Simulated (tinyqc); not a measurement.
Sheet resistance of a shallow doped layer with concentration-dependent mobility and limited activation: one step, computed by the program tinyqc.

A layer of one dopant lies in a background of the opposite type. Current flows parallel to the surface down to the junction; depletion is ignored.

Task: Local values. C(x) = C_s exp(-x^2/(2 l^2)). Active density N = min(C, C_a); carriers n = N - C_B; mobility mu = mu_min + (mu_max - mu_min)/(1 + ((N + C_B)/N_r)^alpha). Conductivity e n mu. Depths are 0, 0.2, 0.4, 0.6, 0.8 and 0.95 of x_j.

Inputs (values chosen for the exercise, modelled on arsenic in silicon):
```
quantity                      value        unit
surface concentration C_s   5.6e+20      1/cm^3
length l                         17          nm
background C_B              7.5e+15      1/cm^3
mobility floor mu_min          50.9  cm^2/(V s)
mobility mu_max                1420  cm^2/(V s)
reference density N_r      9.74e+16      1/cm^3
exponent alpha                 0.68           -
anneal temperature T           1050           C
```

Profile: Gaussian.

junction depth x_j = 80.53332 nm

active limit C_a = 3.357927e+20 1/cm^3

Constants: e = 1.602176634e-19 C.

Give: Along the depth.

Result:

Along the depth:
```
x (nm)  C (1/cm^3)  N (1/cm^3)  mu (cm^2/(V s))  conductivity (S/cm)
0.00     5.600e+20   3.358e+20             56.3            3.027e+03
16.11    3.575e+20   3.358e+20             56.3            3.027e+03
32.21    9.300e+19   9.300e+19             63.7            9.485e+02
48.32    9.860e+18   9.860e+18            107.7            1.700e+02
64.43    4.260e+17   4.260e+17            415.0            2.783e+01
76.51    2.240e+16   2.240e+16            996.5            2.378e+00
```
